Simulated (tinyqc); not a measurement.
## Bulk resistivity and mean free path from two films

Question. In the thick-film limit single-crystal films obey rho = rho0 (1 + 3 (1 - ps) lam/(8 d)). Find rho0, lam and the product rho0 lam.

Parameters, values chosen for the exercise: specular share of surface scattering ps = 0.2.

rho at d = 97 and 210 nm (uohm cm): [1.8531031, 1.7438143]

Answer. rho is a straight line in 1/d: the intercept is rho0 and the slope (3/8)(1 - ps) rho0 lam. Without ps only the product (1 - ps) lam could be found.

rho0 = 1.650 uohm cm
lam = 39.80 nm
rho0 lam = 65.67 uohm cm nm

tinyqc, about 0.01 s, one thread, Intel Xeon 2.30GHz (shared host): `OMP_NUM_THREADS=1 python tinyqc.py 2100004 2100005 out.jsonl`
